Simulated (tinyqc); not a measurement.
Forward curve with series resistance: current of a Schottky diode by thermionic-emission-diffusion theory, and its read-back from I-V-T and C-V data. Computed by tinyqc, a small Python program. Command: `OMP_NUM_THREADS=1 python tinyqc.py 3020773 3020774 out.jsonl schottky walk`. One thread of a shared host (Intel(R) Xeon(R) Processor @ 2.30GHz), about 0.01 s of CPU time with the checks.

Full ionisation, no tunnelling, no recombination current. V is the voltage across the junction itself, forward positive.

Inputs (values chosen for the exercise, modelled on n-type Ga2O3):

| quantity | value | unit |
|---|---|---|
| Richardson constant A* | 32.4 | A/(cm^2 K^2) |
| effective density of states at 300 K, N_c | 3.7e+18 | 1/cm^3 |
| permittivity eps | 10.2 | - |
| mobility mu | 120 | cm^2/(V s) |
| barrier without image force phi_0 | 1.36 | eV |
| doping N | 1.3e+17 | 1/cm^3 |
| series resistance R_s | 0.35 | milliohm cm^2 |
| junction voltage V | 0.56 | V |
| temperature T | 250 | K |

Barrier: uniform.

Constants: k_B = 8.617333262e-05 eV/K; e = 1.602176634e-19 C; eps_0 = 8.8541878128e-12 F/m.

Method:
- N_c(T) = N_c (T/300 K)^(3/2); V_bi = phi_0 - (k_B T/e) ln(N_c(T)/N); surface field F = sqrt(2 e N (V_bi - V - k_B T/e)/(eps eps_0)); image lowering d_phi = sqrt(e F/(4 pi eps eps_0)); effective barrier phi = phi_0 - d_phi.
- Collection velocity v_R = A* T^2/(e N_c(T)); diffusion velocity v_D = mu F; J = e N_c(T) v_R/(1 + v_R/v_D) exp(-phi/k_B T) [exp(e V/k_B T) - 1].
- Terminal voltage V + J R_s; apparent ideality from neighbouring rows, (e/k_B T) dV_terminal/d ln J.

built-in voltage V_bi = 1.29375 V

Forward curve; the last column belongs to the interval up to the next row:

| V (V) | J (A/cm^2) | terminal voltage (V) | apparent n |
|---|---|---|---|
| 0.313 | 1.6875e-14 | 0.3130 | 1.0171 |
| 0.434 | 4.2222e-12 | 0.4340 | 1.0193 |
| 0.556 | 1.0923e-09 | 0.5560 | 1.0223 |
| 0.677 | 2.6565e-07 | 0.6770 | 1.0267 |
| 0.799 | 6.6033e-05 | 0.7990 | 1.0336 |
| 0.920 | 1.5127e-02 | 0.9200 | 1.0556 |
| 1.040 | 3.1047e+00 | 1.0411 | 2.7781 |
| 1.160 | 5.4346e+02 | 1.3502 | - |

The resistance takes over where J R_s exceeds k_B T/e, at J = 61.6 A/cm^2; the apparent ideality climbs from 1.02 to 2.78, so barrier and n must be read below that current.
